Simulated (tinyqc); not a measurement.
Charge imbalance from the loss of breakdown voltage.

Problem. In a superjunction of pillar doping N and length Lp an imbalance dl lowers BV by q |dl| N Lp^2/(4 eps0 eps_r), as long as the field reaches through the pillar. Find |dl| and the net dose error |dl| N wp.

Values chosen for this exercise: relative permittivity of the semiconductor eps_r = 11.5; width of each pillar wp = 6 um.

Constants: q = 1.602176634e-19 C, eps0 = 8.8541878128e-14 F/cm where lengths are in cm. Results are converted to the units shown.

BV balanced and BV measured (V): 710  540.58943
N = 4.6690284e15 cm^-3
Lp = 37.670241 um

Answer. The loss is linear in |dl|; its sign cannot be told from BV.

|dl| = 6.50 %
dose error = 1.82e11 cm^-2

Program tinyqc, `OMP_NUM_THREADS=1 python tinyqc.py 2590055 2590056 out.jsonl`; Intel Xeon 2.30GHz, shared host, one thread, about 0.01 s.
